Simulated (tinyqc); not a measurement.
# From one set of inputs to another, one input at a time

Model: two-band model of a narrow-gap semiconductor with electrons and holes. Computed by tinyqc, a small Python program. Command: `OMP_NUM_THREADS=1 python tinyqc.py 3018272 3018273 out.jsonl bipolar ladder`. One thread of a shared host (Intel(R) Xeon(R) Processor @ 2.30GHz), about 0.4 s of CPU time with the checks.

Two parabolic bands with acoustic scattering (r = -1/2, a = 0), a gap that does not change with T, and fully ionised dopants. Melting is ignored, so values above the melting point are formal, and kappa_L does not change with T. eta_n = (E_F - E_c)/(k_B T), eta_p = -eta_n - E_g/(k_B T).

The inputs printed are set A. Set A is modelled on InAs; the values taken over come from a set modelled on PbTe. Inputs not listed in the table keep their values of set A, so the rows need not describe a real material.

Inputs (values chosen for the exercise, modelled on InAs):

| quantity | value | unit |
|---|---|---|
| electron mass m_n | 0.024 | m_0 |
| hole mass m_p | 0.41 | m_0 |
| electron mobility parameter mu_300,n | 29000 | cm^2/(V s) |
| hole mobility parameter mu_300,p | 400 | cm^2/(V s) |
| temperature exponent p | 1.5 | - |
| band gap E_g | 0.33 | eV |
| net doping N | 5.9e+16 | 1/cm^3 |
| lattice thermal conductivity kappa_L | 20 | W/(m K) |
| temperature T | 560 | K |

Doping: p-type.

Constants: k_B = 8.617333262e-05 eV/K; m_0 = 9.1093837015e-31 kg; k_B = 1.380649e-23 J/K; hbar = 1.054571817e-34 J s; e = 1.602176634e-19 C.

Method:
- With x = E/(k_B T), a = alpha k_B T (0 for a parabolic band), G = x (1 + a x), D = 1 + 2 a x and <y> = int y f (1 - f) dx, f = 1/(1 + exp(x - eta)): tau = tau_0 G^r/D; transport function s = G^(3/2 + r)/D^2; n = N_0 <G^(3/2)> with N_0 = (2 m k_B T)^(3/2)/(3 pi^2 hbar^3).
- Integrals over x = E/(k_B T) use 160 Gauss-Legendre points in u = sqrt(x) from 0 to sqrt(max(eta, 0) + 32).
- Neutrality: p - n = N, with n = N_0(m_n) <x^(3/2)> at eta_n and p = N_0(m_p) <x^(3/2)> at eta_p.
- sigma = e mu_0 N_0 <s> with mu_0 = e tau_0/m = mu_300 (T/300 K)^(-p); |S| = (k_B/e)(<x s>/<s> - eta); Lorenz number L = (k_B/e)^2 (<x^2 s>/<s> - (<x s>/<s>)^2); kappa_e = L sigma T; zT = S^2 sigma T/(kappa_L + kappa_e).
- Hall factor r_H = <x^(3/2)> <x^(1/2)>/<s>^2.
- Both bands together (these totals replace the one-band zT): sigma = sigma_n + sigma_p; S = (sigma_p |S_p| - sigma_n |S_n|)/sigma; kappa_bip = (sigma_n sigma_p/sigma)(|S_n| + |S_p|)^2 T; kappa_e = (L_n sigma_n + L_p sigma_p) T; zT = S^2 sigma T/(kappa_L + kappa_e + kappa_bip); weak-field R_H = (r_p sigma_p^2/p - r_n sigma_n^2/n)/(e sigma^2), where the Hall factors r_n and r_p are <x^(3/2)> <x^(1/2)>/<s>^2.
- T_max maximises |S| of the majority sign between 150 and 1200 K; the Goldsmid-Sharp estimate is E_g = 2 e |S_max| T_max.

Each row keeps all changes above it:

| input moved | from | to | conductivity sigma (S/cm) | zT | T_max (K) |
|---|---|---|---|---|---|
| set A | - | - | 56.0 | 1.361e-02 | 265.9 |
| electron mass m_n (m_0) | 0.024 | 0.27 | 510.8 | 2.578e-01 | 215.7 |
| electron mobility parameter mu_300,n (cm^2/(V s)) | 29000 | 1100 | 27.1 | 2.151e-03 | 259.7 |
| temperature T (K) | 560 | 710 | 56.0 | 4.733e-03 | 259.7 |
| hole mobility parameter mu_300,p (cm^2/(V s)) | 400 | 850 | 73.5 | 6.642e-05 | 272.2 |
| net doping N (1/cm^3) | 5.9e+16 | 3.9e+17 | 73.3 | 2.076e-04 | 358.7 |
| hole mass m_p (m_0) | 0.41 | 0.29 | 56.7 | 8.827e-05 | 374.7 |
| lattice thermal conductivity kappa_L (W/(m K)) | 20 | 1.1 | 56.7 | 1.003e-03 | 374.7 |

Conductivity sigma goes from 56.0 to 56.7, a factor 1.011 in all. The largest single move comes from electron mobility parameter mu_300,n (a factor 0.0531), but it runs against the net change; the largest move in the direction of the net change is electron mass m_n (a factor 9.12). zT goes from 0.0136 to 0.00100, a factor 0.0737 in all. The largest single move comes from electron mobility parameter mu_300,n (a factor 0.00835), and electron mass m_n works against it (a factor 18.9). T_max goes from 266 to 375, a factor 1.41 in all. The largest single move comes from net doping N (a factor 1.32), and electron mass m_n works against it (a factor 0.811). The single moves hold for this order of the switches; the total does not depend on the order.

Extremes, crossings and ranges named in words are read from the listed rows.
